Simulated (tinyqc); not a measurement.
What each parameter does: six-band hole subbands of a thin body in a field.

Basis X, Y, Z times spin, hole energies counted downwards from the unstrained edge (the hydrostatic shift is left out), c = hbar^2/2m0. For a symmetric tensor T let C(T) have C_XX = L Txx + M (Tyy + Tzz), C_XY = N Txy (cyclic), L = c (g1 + 4 g2), M = c (g1 - 2 g2), N = 6 c g3. k = q + kz n, n the unit normal, q = k1 u + k2 v with u along the channel [1-10] and v = n x u. H = C(k k^T) + (Dso/3)(1 - L.sigma) - B + e F z with (L_k)_ij = -i epsilon_kij; B is the block C built from the traceless strain with 2b, -b and sqrt(3) d in place of L, M, N. Strain: exx = eyy = (s11 + s12) sx/2, ezz = s12 sx, exy = -s44 sx/4. Hard walls at z = 0 and t; basis sin(j pi z/t), j = 1 to Nz: kz^2 = (j pi/t)^2, kz = -i D with D_jl = 4 j l/(t (j^2 - l^2)), z_jj = t/2 and z_jl = -8 t j l/(pi (j^2 - l^2))^2 for j + l odd; 1 MV/cm = 0.01 eV/angstrom.

Nz = 14. E1 is the top subband at q = 0, gap the distance to the next pair, and the masses are c q^2/(E(q) - E1) at |q| = 0.02 1/angstrom (mean of the spin pair) along the channel [1-10] and across it in the plane; a dash marks a band that does not rise.

Constants: hbar^2/2m0 = 3.80998211 eV angstrom^2.

Parameters, chosen for this exercise (near those of a p-type Si channel; not measured data): g1 = 4.27 (Luttinger gamma1); g2 = 0.34 (gamma2); g3 = 1.45 (gamma3); Dso = 0.043 eV (spin-orbit splitting); b = -2.12 eV (tetragonal potential); d = -4.79 eV (trigonal potential); S = (7.58, -2.1, 12.36) 1/TPa (compliances s11, s12, s44); face = 110 (surface); t = 95 angstrom (body thickness); F = 0 MV/cm (field across the body); sx = -2 GPa (stress along the channel [1-10], negative in compression).

Six bands.

One parameter was then changed.

Results before and after:

| case | E1 (meV) | gap (meV) | m channel (m0) | m across (m0) |
|---|---|---|---|---|
| base | -59.1 | 4.1 | 0.114 | 0.279 |
| changed | -54.9 | 5.0 | 0.116 | 0.279 |

Which of these changes was made? (a) sx = -2.5 GPa; (b) g2 = 0.39; (c) F = 0.3 MV/cm; (d) d = -3.83 eV; (e) t = 85 angstrom; (f) Dso = 0.065 eV; (g) g3 = 1.35.

Answer: (f) Dso = 0.065 eV. Of the candidates, run in turn, only this one gives the changed row.

All candidates:

| case | E1 (meV) | gap (meV) | m channel (m0) | m across (m0) |
|---|---|---|---|---|
| base | -59.1 | 4.1 | 0.114 | 0.279 |
| t = 85 angstrom | -58.8 | 5.0 | 0.114 | 0.279 |
| F = 0.3 MV/cm | -10.2 | 36.4 | 0.114 | 0.279 |
| sx = -2.5 GPa | -76.7 | 3.9 | 0.114 | 0.279 |
| g3 = 1.35 | -57.9 | 7.8 | 0.118 | 0.279 |
| g2 = 0.39 | -58.9 | 4.7 | 0.114 | 0.287 |
| Dso = 0.065 eV | -54.9 | 5.0 | 0.116 | 0.279 |
| d = -3.83 eV | -49.2 | 4.3 | 0.115 | 0.279 |

tinyqc: `OMP_NUM_THREADS=1 python tinyqc.py 1282191 1282192 out.jsonl`; about 0.4 s, one thread, shared Intel(R) Xeon(R) Processor @ 2.30GHz.
